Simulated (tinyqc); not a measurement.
Impurity band of shallow donors (Hubbard estimate): sweeps and comparisons. A value that a table varies takes the place of the one given here.

Constants: e^2/(4 pi eps0) = 14.39964547 eV angstrom.

Inputs chosen for the exercise (near those of two donors in GaN; the results hold for these values, not for the real material): a = 25.3 angstrom (orbital radius); eps = 9.3 (dielectric constant); Ns = (0.011, 0.028, 0.067, 0.17, 0.39, 0.83, 1.7) x 1e18/cm^3 (donor densities); R = 169 angstrom (separation).

## From lone donors to an impurity band

Donors on a simple cubic lattice of spacing R = N^(-1/3) (1/angstrom^3 = 1e24/cm^3), Ha* = q/(eps a), q = e^2/(4 pi eps0), x = R/a. Hopping t = Ha* (1 + x) exp(-x), band width B = 12 t, on-site repulsion U = (5/8) Ha*; the gap closes near B/U = 1.15. Valley factors and disorder are left out.

Results:
```
N (1e18/cm^3)  R (angstrom)  N^(1/3) a   t (meV)   B (meV)       B/U
0.011                 449.6      0.056  2.20e-05  0.000264  6.89e-06
0.028                 329.3      0.077   0.00191    0.0229  0.000598
0.067                 246.2      0.103    0.0390     0.468    0.0122
0.17                  180.5      0.140     0.397      4.76     0.124
0.39                  136.9      0.185      1.75      21.1     0.550
0.83                  106.4      0.238      4.75      57.0      1.49
1.7                    83.8      0.302      9.62       115      3.02
```

B/U passes 1.15 between 0.39 and 0.83 x 1e18/cm^3; the root is x = 4.52, N^(1/3) a = 0.221, N = 0.67 x 1e18/cm^3, below the 1.1 that the empirical rule N^(1/3) a = 0.26 gives; the estimate is rough, since random positions, the overlap of the orbitals and screening are left out. While N grows by 155 times, t grows by 4.38e+05 times.

## What each parameter does (pair of shallow donors (hydrogen-like orbitals))

Each donor has the orbital exp(-r/a); energy unit Ha* = q/(eps a), q = e^2/(4 pi eps0), so that a lone donor is bound by Ha*/2; x = R/a. One electron: S = (1 + x + x^2/3) exp(-x), j = 1/x - (1 + 1/x) exp(-2x), k = (1 + x) exp(-x); levels E(+/-) = -1/2 - (j +/- k)/(1 +/- S) in Ha*, without the repulsion of the ions, split by D = |E(-) - E(+)|.

Two electrons, Heitler-London: with S' = (1 - x + x^2/3) exp(x), C = 1/x - exp(-2x)(1/x + 11/8 + 3x/4 + x^2/6), X = (1/5){exp(-2x)(25/8 - 23x/4 - 3x^2 - x^3/3) + (6/x)[S^2 (0.5772157 + ln x) + S'^2 Ei(-4x) - 2 S S' Ei(-2x)]}, Q = C - 2j + 1/x and A = X - 2 S k + S^2/x, the singlet and triplet lie at (Q +/- w A)/(1 +/- w S^2) from two lone donors, with the valley weight w = 1 (one valley); the exchange is J = triplet - singlet.

x, D = |E(-) - E(+)| and J. Each row changes one parameter from the base and keeps the others.

Results:
```
case                   x  D (meV)  J (micro-eV)
base               6.680   0.6621          18.0
a = 27.8 angstrom  6.079   0.9939          44.1
eps = 10.2         6.680   0.6037          16.4
R = 194 angstrom   7.668   0.2851          3.38
```

The largest shifts from the base row, up to three for each result and ties (the steps differ in size, so this ranks the rows, not the parameters). x: R +0.988, a -0.601; unchanged at the printed digits by eps. D (meV): R -0.377, a +0.332, eps -0.0584. J (micro-eV): a +26.1, R -14.6, eps -1.58.

tinyqc: `OMP_NUM_THREADS=1 python tinyqc.py 1281242 1281243 out.jsonl`; about 0.01 s, one thread, shared Intel(R) Xeon(R) Processor @ 2.30GHz.
